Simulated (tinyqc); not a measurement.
## Off-state leakage of single and stacked transistors: leakage components against the temperature

n-channel devices of unit width. Subthreshold current I(Vg, Vs, Vd) = I0 (T/300 K)^0.5 exp[(Vg - Vs - VT(T) - gb (Vs - Vb) + dd (Vd - Vs))/(nf Vt)] (1 - exp(-(Vd - Vs)/Vt)), VT(T) = VT - cT (T - 300 K). Gate-edge tunnelling Ig (Vd/1 V) exp(ag (Vd - 1 V)), for a gate at 0 V, and band-to-band leakage Ab u exp(-Bb/u), u = Vd - Vb + 1 V, flow at a drain held at V; both are taken as independent of T. In a stack of off transistors (all gates at 0 V) the same subthreshold current passes through each.

One transistor with Vg = Vs = 0, Vd = V; stack factor I(one)/I(two in series).

Inputs (values chosen for the exercise); values of the order met in bulk silicon logic transistors:
- V = 0.8 V (supply voltage)
- VT = 0.27 V (threshold at 300 K, zero drain and body bias)
- cT = 0.6 mV/K (fall of the threshold with temperature)
- I0 = 0.29 uA/um (current at threshold at 300 K)
- nf = 1.33 (slope factor)
- dd = 0.15 (drain-induced lowering per volt)
- gb = 0.14 (rise of the threshold per volt of source-body bias)
- Ig = 5e-5 uA/um (gate-edge tunnelling current at 1 V)
- ag = 4.7 1/V (exponential slope of the gate current)
- Ab = 2 uA/(um V) (prefactor of band-to-band leakage at the drain)
- Bb = 21 V (its exponential voltage)
- Vb = 0 V (body voltage)

Constants: q = 1.602176634e-19 C, kB = 1.380649e-23 J/K, Vt = kB T/q. Results are converted to the units shown.

The same in every row: gate edge (nA/um) = 0.01563; band-to-band (nA/um) = 0.03087.

Results:
```
T (K)  subthreshold (nA/um)  total (nA/um)  stack factor  largest part
250                  0.4949         0.5414         43.40  subthreshold
275                   1.479          1.525         31.09  subthreshold
300                   3.696          3.743         23.61  subthreshold
325                   8.049          8.096         18.74  subthreshold
350                   15.73          15.77         15.41  subthreshold
400                   47.02          47.07         11.27  subthreshold
425                   74.02          74.06         9.927  subthreshold
```

Estimate the missing row, T = 375 K.

Computed row:
```
T (K)  subthreshold (nA/um)  total (nA/um)  stack factor  largest part
375                   28.17          28.22         13.03  subthreshold
```

With this row back in the table: As T goes from 250 to 425, the total leakage rises from 0.541 to 74.1 nA/um. The subthreshold part leads at T = 250 and in all other rows. The subthreshold part doubles every 38.2 K between the last two rows. The reduction by a stack of two falls from 43.4 to 9.93, for the subthreshold part alone. For T = 350, 375, 400, 425 the gate is within about 3 nf Vt of threshold, where the exponential law overstates the current.

Numbers from tinyqc (`OMP_NUM_THREADS=1 python tinyqc.py 2242043 2242044 out.jsonl`; about 0.03 s on one thread of a shared Intel Xeon 2.30GHz).
